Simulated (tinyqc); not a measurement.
Solubility, supersaturation, precipitation and gettering of an impurity in a silicon-like host: one step, computed by the program tinyqc. Command: `OMP_NUM_THREADS=1 python tinyqc.py 3030284 3030285 out.jsonl ripen walk`. One thread of a shared host (Intel(R) Xeon(R) Processor @ 2.30GHz), about 0.01 s of CPU time with the checks.

The wafer was saturated at T1 and is then held at T.

Question. Segregation into a layer on one face. k = k_0 exp(E_g/(k_B T)); in equilibrium the bulk keeps C/C0 = 1/(1 + k t_g/w). For a strong sink on one face the slowest diffusion mode has tau_w = 4 w^2/(pi^2 D), and C/C0 is estimated as c_eq + (1 - c_eq)(8/pi^2) sum over odd m up to 99 of exp(-m^2 t/tau_w)/m^2. Precipitation is left out here.

Inputs (values chosen for the exercise, for a model impurity):
```
quantity                      value        unit
temperature of saturation T1   1325           K
anneal temperature T            942           K
anneal time t                   4.8           s
wafer thickness w               200  micrometre
segregation energy E_g         0.51          eV
segregation prefactor k_0      0.26           -
getter layer thickness t_g      2.5  micrometre
```

Gettering: segregation gettering in a layer.

D(T) = 7.616623e-06 cm^2/s

Constants: k_B = 8.617333262e-05 eV/K.

Give: segregation coefficient k; equilibrium C/C0; tau_w; mean C/C0 at t.

Answer.

segregation coefficient k = 139.16

equilibrium C/C0 = 0.36503

tau_w = 21.284 s

mean C/C0 at t = 0.78339

Diffusion and capacity both matter.
